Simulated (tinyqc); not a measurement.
Deformation potentials from a strained empirical pseudopotential: sweeps and comparisons. A value that a table varies takes the place of the one given here.

Diamond lattice, no spin-orbit coupling. Atomic form factor V(q) = a1 (q^2 - a2)/(a3 exp(a4 q^2) - 1) in rydberg with q in 1/bohr, for the unstrained cell. Under a strain e the reciprocal vectors and k go over into (1 + e)^(-1) G, the atoms sit at +/- tau with tau = (1 + e) a (1,1,1)/8 - zeta a (eyz, ezx, exy)/4, and H(G,G') = c |k + G|^2 delta + (V(q)/det(1 + e)) cos(q.tau), q = G - G', with the term q = 0 left out; c = hbar^2/2m0. The basis is fixed before straining: all G with |k + G|^2 up to 16 (2 pi/a)^2. k is given in units of 2 pi/a of the unstrained cell.

Constants: hbar^2/2m0 = 3.80998211 eV angstrom^2; Ry = 13.60569312 eV; a0 (Bohr radius) = 0.5291772105 angstrom.

Parameters, chosen for this exercise (a germanium-sized cell with gaps well above those of Ge; not measured data): a = 5.649 angstrom (lattice constant); A = (0.395, 2.444, 2.058, 0.451) (a1 (Ry bohr^2), a2 (1/bohr^2), a3, a4 (bohr^2)); h = 0.004 (size of the test strain); kD = 0.82 2 pi/a (position of the Delta minimum); a1 = 0.395; a2 = 2.444; a3 = 2.058; a4 = 0.451.

## The internal displacement

Xu of L (level 5, the lowest empty one) and d from exy = eyz = ezx = h for several zeta: Xu = [E(L [111]) - E(L [1-1-1])]/((8/3) h), d = (single valence level - pair)/(3 sqrt(3) h). zeta = 0 strains the bonds with the lattice; zeta = 1 keeps all four bond lengths equal to first order.

Results:
```
zeta  Xu (L) (eV)  d (eV)
0.00         8.89    1.89
0.25        10.10   -0.52
0.50        11.32   -2.93
0.60        11.81   -3.90
0.75        12.55   -5.34
1.00        13.80   -7.76
```

How do the results move?

From zeta = 0 to 1, d goes from 1.89 to -7.76 eV and Xu (L) from 8.89 to 13.80 eV, both nearly linearly: the displacement is an optical-phonon mode, and d = d(0) - zeta d0/4 gives its deformation potential d0 = 39 eV. Leaving the relaxation out (zeta = 0 for 0.5) moves d by +4.82 eV, which reverses its sign, and Xu (L) by -2.43 eV. Tetragonal strain has no such freedom.

## Size of the test strain

e = diag(-h/2, -h/2, h). Xu = [E(Delta z) - E(Delta x)]/(1.5 h) at fixed kD, b = [E(Z) - E(X, Y)]/(4.5 h); one-sided from +h alone, central from +h and -h.

Results (eV):
```
h       Xu one-sided  Xu central  b one-sided  b central
0.0010         7.808       7.811       -2.992     -2.989
0.0025         7.804       7.811       -2.997     -2.989
0.0050         7.796       7.811       -3.005     -2.989
0.0100         7.782       7.812       -3.022     -2.989
0.0200         7.755       7.815       -3.055     -2.989
0.0300         7.730       7.820       -3.088     -2.990
```

What does this show, and why?

From h = 0.001 to 0.03 the one-sided Xu drifts by -0.078 eV and the central one by +0.009 eV; for b the drifts are -0.096 and -0.001 eV. The central difference cancels the term of second order in the strain, so its error goes as h^2. At h = 0.02 the linear law errs by 0.7 % for the valley splitting and 2.2 % for the valence splitting.

## What each parameter of the potential does

Gaps from the valence top to level 5 at Gamma and level 5 at (kD,0,0) and L, and their deformation potentials [E(+h) - E(-h)]/(3 ln((1 + h)/(1 - h))) for e = +/- h 1, h = 0.002. The row for the lattice constant keeps V(q) without the volume factor, so it is not a strain. Each row changes one parameter from the base and keeps the others.

Results:
```
case                Gamma (eV)  Delta (eV)  L (eV)  potential Gamma (eV)  potential Delta (eV)  potential L (eV)
base                     1.561       1.309   1.150                 -9.02                  0.77             -2.98
a = 5.593 angstrom       1.759       1.070   1.095                 -8.83                  1.08             -2.79
a1 = 0.399               1.583       1.381   1.198                 -9.11                  0.74             -3.02
a2 = 2.468               1.421       1.370   1.132                 -9.07                  0.71             -3.02
a3 = 2.079               1.540       1.212   1.089                 -8.92                  0.80             -2.95
a4 = 0.456               1.500       1.234   1.088                 -8.87                  0.86             -2.89
```

How do the results move?

The largest shifts from the base row, up to three for each result and ties (the steps differ in size, so this ranks the rows, not the parameters). Gamma (eV): a +0.198, a2 -0.140, a4 -0.061. Delta (eV): a -0.239, a3 -0.097, a4 -0.075. L (eV): a4 -0.062, a3 -0.061, a -0.055. potential Gamma (eV): a +0.19, a4 +0.15, a3 +0.10. potential Delta (eV): a +0.30, a4 +0.09, a2 -0.07. potential L (eV): a +0.19, a4 +0.10, a1 -0.04, a2 -0.04, a3 +0.04.

Computed by tinyqc, a small Python program: `OMP_NUM_THREADS=1 python tinyqc.py 1850326 1850327 out.jsonl` (the numbers bound the seed that draws the inputs); one thread of a shared host (Intel(R) Xeon(R) Processor @ 2.30GHz), about 0.2 s for the whole set of steps.
